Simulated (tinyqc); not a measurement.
Mesh and choice of bands: charge neutrality level from zone-averaged pseudopotential bands.

Empirical pseudopotential on the fcc lattice, atoms at +/- tau, tau = a (1,1,1)/8, no spin-orbit coupling. H(G,G') = c (2 pi/a)^2 |k + G|^2 delta + VS(q) cos(q.tau) + i VA(q) sin(q.tau), q = G - G', c = hbar^2/2m0; k and G in units of 2 pi/a; VS at |q|^2 = 3, 8, 11 and VA at 3, 4, 11, in rydberg, zero elsewhere. At each k the basis holds all G with |k + G|^2 up to 16; energies are counted from the fourth level at Gamma.

Mesh: k = sum_i (n_i + 1/2)/N b_i, n_i = 0 ... N - 1, b = (-1,1,1), (1,-1,1), (1,1,-1); points with the same sorted |kx|, |ky|, |kz| after folding to the shortest k + G are joined, with their count as weight. Neutrality (branch-point) level: E_N = (1/2) mean over k of [E5 + (E3 + E4)/2], E_n the n-th level from below.

Constants: hbar^2/2m0 = 3.80998211 eV angstrom^2; Ry = 13.60569312 eV.

Values chosen for the exercise (out of a larger set: classic local form factors of the size used for Si, without spin-orbit coupling; not measured data):
- a = 5.428 angstrom (lattice constant)
- VS = (-0.211, 0.039, 0.079) Ry (symmetric form factors)
- VA = (0, 0, 0) Ry (antisymmetric form factors)

E_N with E5 alone, and with (E5 + E6)/2 in its place.

Results:

| N | joined points | E_N (eV) | E_N, two conduction bands (eV) |
|---|---|---|---|
| 1 | 1 | 0.2445 | 0.7794 |
| 2 | 2 | -0.2872 | 0.4102 |
| 3 | 6 | -0.0203 | 0.3596 |
| 4 | 10 | -0.0376 | 0.3731 |
| 5 | 19 | -0.0276 | 0.3566 |

How do the results move, and what explains it?

For scale, the lowest gap of this set is 0.75 eV. Against N = 5 the errors are +272, -260, +7 and -10 meV for N = 1 to 4 (N = 1 is the L point alone). Taking the second conduction band in moves E_N by +0.38 eV, more than the mesh error at N = 2: the definition, not the mesh, limits the estimate. Local form factors place the indirect gaps only to a few tenths of an eV, and E_N moves with them.

Computed by tinyqc, a small Python program: `OMP_NUM_THREADS=1 python tinyqc.py 1850608 1850609 out.jsonl` (the numbers bound the seed that draws the inputs); one thread of a shared host (Intel(R) Xeon(R) Processor @ 2.30GHz), about 0.1 s for the whole set of steps.
